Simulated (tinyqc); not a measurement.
A run and its error bars: classical Heisenberg spin chain: exact results, Metropolis, heat-bath and over-relaxation steps, and a Monte Carlo run. Computed by tinyqc, a small Python program. Command: `OMP_NUM_THREADS=1 python tinyqc.py 3130116 3130117 out.jsonl heismc walk`. One thread of a shared host (Intel(R) Xeon(R) Processor @ 2.30GHz), about 0.2 s of CPU time with the checks.

E = -J sum_i s_i . s_(i+1) for unit vectors s_i on an open chain; K = J/(k_B T).

Inputs (values chosen for the exercise, for a model chain of large moments):

| quantity | value | unit |
|---|---|---|
| coupling J | 35 | meV |
| temperature T | 107 | K |
| moment mu | 2.7 | mu_B |
| length N of the open chain | 24 | - |
| seed | 278468 | - |

Update: Metropolis.

Constants: k_B = 8.617333262e-05 eV/K; mu_B = 5.7883818060e-05 eV/T.

Method:
- Each bond angle is independent, so u = <s_i . s_(i+1)> = coth K - 1/K, <s_i . s_(i+n)> = u^n, correlation length xi = -1/ln|u|, energy per bond -J u, heat capacity per bond c/k_B = 1 - K^2/sinh^2 K, and for the long chain chi = mu^2 (1 + u)/(3 k_B T (1 - u)) per spin.
- For N spins, <|sum s|^2>/N = (1 + u)/(1 - u) - 2 u (1 - u^N)/(N (1 - u)^2); the long chain has (1 + u)/(1 - u), chi over the Curie value, and the difference is relative to it.
- From the ordered state (alternating for J < 0), with trial spins uniform on the sphere, 200 sweeps are discarded and 1600 recorded (even and odd sites in turn; random numbers not printed, so these rows are one sample). Errors are the scatter of block means over sqrt(number of blocks).

K = 3.79587

u = 0.737566

<|sum s|^2>/N = 5.72911

Blocking:

| block length | mean bond product | error | <\|sum s\|^2>/N | error |
|---|---|---|---|---|
| 1 | 0.73649 | 0.0014922 | 5.8653 | 0.08252 |
| 4 | 0.73649 | 0.0027687 | 5.8653 | 0.16092 |
| 16 | 0.73649 | 0.0046074 | 5.8653 | 0.29791 |
| 40 | 0.73649 | 0.0057304 | 5.8653 | 0.39798 |
| 80 | 0.73649 | 0.0069504 | 5.8653 | 0.48304 |

What follows from these numbers?

With blocks of 40 the bond product is 0.2 error bars from the exact u = 0.7376, and <|sum s|^2>/N is 0.3 from the exact 5.729. Blocking to 40 changes the two errors by factors 3.8 and 4.8, because successive sweeps are correlated. An error still rises at blocks of 80, so the bars may be too small. 16 % of the trial spins are accepted.
